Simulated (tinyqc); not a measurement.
Inside a calculation. Method: CID on RHF in the 6-311g basis, for H-, spin multiplicity 1. The basis has no diffuse functions, so it cannot describe the extra electron: this is an exercise in the method, not the real anion. One step of it, computed by the program tinyqc.

Problem. Iteration 9 (converged): orbitals. Diagonalise F' = X^T F X, C = X C', fill 1 alpha and 1 beta electrons from the bottom; D = 2 C_occ C_occ^T. Each column has its largest component positive (the first on a tie).

converged F (hartree):
```
           1H 1s      1H 2s      1H 3s
1H 1s   1.153994  -0.021484  -0.261960
1H 2s  -0.021484   0.169888  -0.038268
1H 3s  -0.261960  -0.038268   0.063977
```

X:
```
           1H 1s      1H 2s      1H 3s
1H 1s   1.366024  -0.728467   0.179565
1H 2s  -0.728467   2.045624  -0.905584
1H 3s   0.179565  -0.905584   1.539843
```

Give: F' = X^T F X; orbital energies; coefficients C; D after iteration 9.

Solution.

F' = X^T F X (hartree):
```
         1        2        3
1   2.1698  -1.1643  -0.0681
2  -1.1643   1.2359  -0.3924
3  -0.0681  -0.3924   0.2971
```

orbital energies (hartree): MO1 -0.0037, MO2 0.7390, MO3 2.9676

coefficients C:
```
          MO1      MO2      MO3
1H 1s  0.1750   0.0850  -1.5463
1H 2s  0.1747   1.4880   1.8140
1H 3s  0.7648  -1.4374  -0.7566
```

D after iteration 9:
```
        1H 1s   1H 2s   1H 3s
1H 1s  0.0612  0.0611  0.2676
1H 2s  0.0611  0.0610  0.2672
1H 3s  0.2676  0.2672  1.1697
```
